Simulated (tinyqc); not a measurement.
Changing the facet energy of shape 2 over gamma: strain-driven roughening and islands of a mismatched epitaxial film. Computed by tinyqc, a small Python program. Command: `OMP_NUM_THREADS=1 python tinyqc.py 3030121 3030122 out.jsonl island sweep`. One thread of a shared host (Intel(R) Xeon(R) Processor @ 2.30GHz), about 0.01 s of CPU time with the checks.

Film and substrate share isotropic elastic constants; the film is coherent and biaxially strained.

Inputs (values chosen for the exercise, modelled on Ge on Si):
```
quantity                                     value     unit
misfit |f|                                  0.0431        -
shear modulus G                               51.9      GPa
Poisson ratio nu                              0.26        -
surface energy gamma                         0.976    J/m^2
contact angle of the shallow shape theta_1    13.8  degrees
contact angle of the steep shape theta_2      30.8  degrees
facet energy of shape 1 over gamma           0.998        -
island volume V                               2200     nm^3
```

Constants: e = 1.602176634e-19 C.

Method:
- M = 2 G (1 + nu)/(1 - nu); stress = M f; energy density w = M f^2.
- Shallow faceted island (Tersoff form): E = 4 Gam V^(2/3) tan^(1/3)(theta) - 6 c V tan(theta), Gam = gamma [x/sin(theta) - 1/tan(theta)], x the facet energy over gamma, c = stress^2 (1 - nu)/(2 pi G).
- The barrier is the maximum of E, at V_c = [4 Gam/(9 c)]^3 / tan^2(theta) (1 GPa nm = 1 J/m^2).
- The two energies cross at V_x^(1/3) = 4 [Gam_2 t2^(1/3) - Gam_1 t1^(1/3)]/(6 c (t2 - t1)), t = tan(theta); mu = dE/dV.

One run for each value:
```
facet energy of shape 2 over gamma  Gam of shape 2 (J/m^2)  barrier, shape 2 (eV)  crossing volume V_x (nm^3)
0.960                                              0.19259                  1.136                        2.44
0.987                                              0.24406                  2.312                        7.68
1.010                                              0.28790                  3.795                       15.73
1.040                                              0.34508                  6.535                       32.79
1.070                                              0.40226                 10.352                       59.13
1.100                                              0.45944                 15.424                       96.77
1.120                                              0.49757                 19.591                      129.13
1.150                                              0.55475                 27.152                      190.07
```

Over the rows, Gam of shape 2 (J/m^2) rises from 0.193 to 0.555 (exponent d ln y / d ln x 8.5 between the first rows and 4.1 between the last); barrier, shape 2 (eV) rises from 1.14 to 27.2 (exponent d ln y / d ln x 26 between the first rows and 12 between the last); crossing volume V_x (nm^3) rises from 2.44 to 190 (exponent d ln y / d ln x 41 between the first rows and 15 between the last).

Caution (all rows): a critical volume below 1 nm^3 holds fewer than a hundred atoms, so a continuum barrier there has no physical meaning. Caution (rows 0.960): a crossing volume under 5 nm^3 is too small for these continuum energies. Caution (all rows): the shallow-slope form overstates the relaxation of facets steeper than about 25 degrees.

Extremes, crossings and ranges named in words are read from the listed rows.
